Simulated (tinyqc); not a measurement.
# Well width from the intersubband spacing

Inverse problem. In an empty well of width L and depth Vb, level k solves kw L/2 = (k - 1) pi/2 + arctan(sqrt((mw/mb)(Vb - E)/E)) with kw = sqrt(mw E/C), C = hbar^2/(2 m0). Find L, E1 and E2 from the spacing.

Inputs (values chosen for the exercise); material values close to those of In0.53Ga0.47As in InAlAs:
- mw = 0.0413 m0 (mass along z in the well)
- mb = 0.0761 m0 (mass along z in the barriers)
- Vb = 0.497 eV (barrier height)

Constants: q = 1.602176634e-19 C, hbar = 1.054571817e-34 J s, m0 = 9.1093837015e-31 kg, hbar^2/(2 m0) = 0.0380998212 eV nm^2. Results are converted to the units shown.

E2 - E1 = 67.449618 meV

Answer. Both levels are solved for trial widths until their difference matches. A second level is bound only for L above 4.28 nm, and over that range one width gives this spacing.

L = 16.50 nm
E1 = 22.36 meV
E2 = 89.81 meV

Computed by the program tinyqc: `OMP_NUM_THREADS=1 python tinyqc.py 2140001 2140002 out.jsonl`, one thread of a shared Intel Xeon 2.30GHz, about 0.1 s for the whole run.
